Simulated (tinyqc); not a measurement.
## Modulation-doped quantum well, Poisson-Schroedinger loop with local exchange and correlation: effect of the well width

A well of width L centred at z = 0 between barriers Vb; effective-mass electrons, parabolic bands. The electrons come from donor sheets outside the mesh, a share fL of Ns on the left and the rest on the right, so the structure is neutral. Energies are counted from the band edge of the well, with U = 0 on the first node in the Hartree part.

Schroedinger equation -C d/dz (1/m) dpsi/dz + (V0 + U) psi = E psi, C = hbar^2/(2 m0), on a fine mesh (400 intervals across the well) with hard walls 7.7 nm outside the well edges (to within half a fine step); the lowest 2 levels are kept. V0 = 0 in the well and Vb outside, plus q Fz z (1 kV/cm = 1e-4 eV/nm). N_k = D Vt ln(1 + exp((EF - E_k)/Vt)), D = md m0 q/(pi hbar^2), sum N_k = Ns; n = sum N_k |psi_k|^2. dU/dz = q (fL Ns - integral of n from the left)/(eps0 eps_r). Added to it: V_xc = -(2 Ry/(pi al rs)) [1 + 0.7734 (rs/21) ln(1 + 21/rs)] (Hedin-Lundqvist), al = (4/(9 pi))^(1/3), rs = (3/(4 pi n))^(1/3)/aB, aB = 4 pi eps0 eps_r hbar^2/(md m0 q^2), Ry = q/(8 pi eps0 eps_r aB) in eV. The loop is converged to 1e-9 eV; shares under 0.001 % are printed as 0.

Values chosen for this exercise; material values close to those of GaAs in InGaP:
```
symbol   value   unit                               meaning
T          300      K                           temperature
mw      0.0675     m0              mass along z in the well
mb      0.0912     m0          mass along z in the barriers
md      0.0663     m0                         in-plane mass
Vb       0.149     eV                        barrier height
eps_r     12.7           relative permittivity (all layers)
Ns      3.2e11  cm^-2            sheet density of electrons
fL         0.7         share of the donors on the left side
Fz           0  kV/cm                 applied field along z
```

Constants: q = 1.602176634e-19 C, kB = 1.380649e-23 J/K, hbar = 1.054571817e-34 J s, m0 = 9.1093837015e-31 kg, Vt = kB T/q, eps0 = 8.8541878128e-14 F/cm where lengths are in cm, hbar^2/(2 m0) = 0.0380998212 eV nm^2. Results are converted to the units shown.

Result of one run:
```
L (nm),E2 - E1 (meV),EF - E1 (meV),share of E2 (%),centroid (nm),charge in the barriers (%),range of U in the well (meV)
11,64.8,-17.8,8.97,-0.208,6.32,9.72
```

What becomes of these results when the well width L is changed from 11 to 22 nm, all else the same?

Result of the changed run:
```
L (nm),E2 - E1 (meV),EF - E1 (meV),share of E2 (%),centroid (nm),charge in the barriers (%),range of U in the well (meV)
22,21.6,-26.8,32.0,-0.948,2.33,20.3
```

The whole series:
```
L (nm),E2 - E1 (meV),EF - E1 (meV),share of E2 (%),centroid (nm),charge in the barriers (%),range of U in the well (meV)
8.9,83.6,-16.3,4.63,-0.138,8.59,7.86
11,64.8,-17.8,8.97,-0.208,6.32,9.72
14,46.0,-20.5,16.5,-0.346,4.52,12.8
18,30.7,-24.0,25.5,-0.601,3.15,16.8
22,21.6,-26.8,32.0,-0.948,2.33,20.3
```

As L goes from 8.9 to 22, E2 - E1 falls from 83.6 to 21.6 meV, EF - E1 falls from -16.3 to -26.8 meV and the share of E2 rises from 4.63 to 32.0 %. EF stays below E2 throughout. The spacing goes as L^(-1.49) over the table; an empty well with infinite walls would give -2. For L = 22 E2 holds over 8 % and the third level, left out, lies near enough to EF to take a share too.

tinyqc, about 0.3 s, one thread, Intel Xeon 2.30GHz (shared host): `OMP_NUM_THREADS=1 python tinyqc.py 2140049 2140050 out.jsonl`
